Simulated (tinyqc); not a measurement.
Conductance steps with and without the scatterer: conductance of a narrow metal strip with scatterers (square lattice, Green functions).

A strip of W sites across with hard walls, site energy 0 and hopping -t. Mode n = 1 to W has profile chi_n(j) = sqrt(2/(W + 1)) sin(n j pi/(W + 1)) and energy en = -2t cos(n pi/(W + 1)); E = en - 2t cos(kn a). With z_n = exp(i kn a) (Im k > 0 for closed modes, |z| < 1) each lead gives the self-energy -t z_n in mode n. One column carries the site energies v, here a uniform barrier across the strip, as of a grain boundary. In the mode basis V_nm = sum_j chi_n(j) v_j chi_m(j), G = (E - en + 2 t z_n - V)^-1, and t_nm = 2t sqrt(sin(kn a) sin(km a)) G_nm in size for open modes. T = sum |t_nm|^2, conductance (2e^2/h) T.

Values chosen for the exercise (out of a larger set: hopping and spacing of the size met in Cu or Al; the lattice is a model; not measured data):
- t = 1.15 eV (hopping)
- W = 5 (sites across)
- v = (1.4, 1.4, 1.4, 1.4, 1.4) eV (site energies in the scattering column)

E is varied across the lower half of the band.

Against energy:
```
E/t,E (eV),open modes,T,reflected
-3.30,-3.795,1,0.5098,0.4902
-2.95,-3.393,2,0.7470,1.2530
-2.65,-3.047,2,1.1435,0.8565
-2.30,-2.645,2,1.3219,0.6781
-1.95,-2.243,3,1.5213,1.4787
-1.65,-1.897,3,1.8993,1.1007
-1.30,-1.495,3,2.0544,0.9456
-0.95,-1.093,4,2.2192,1.7808
-0.65,-0.748,4,2.5497,1.4503
-0.30,-0.345,4,2.6055,1.3945
0.05,0.058,5,2.8662,2.1338
```

What does the comparison show?

The clean strip goes from 1 to 5 open modes. The reflected flux ranges from 0.490 (E/t = -3.3) to 2.134 (E/t = 0.05). A uniform barrier reflects each mode by v^2/(v^2 + (2t sin(kn a))^2), most the slow ones just above their thresholds.

Computed by tinyqc, a small Python program: `OMP_NUM_THREADS=1 python tinyqc.py 1450461 1450462 out.jsonl` (the numbers bound the seed that draws the inputs); one thread of a shared host (Intel(R) Xeon(R) Processor @ 2.30GHz), about 0.01 s for the whole set of steps.
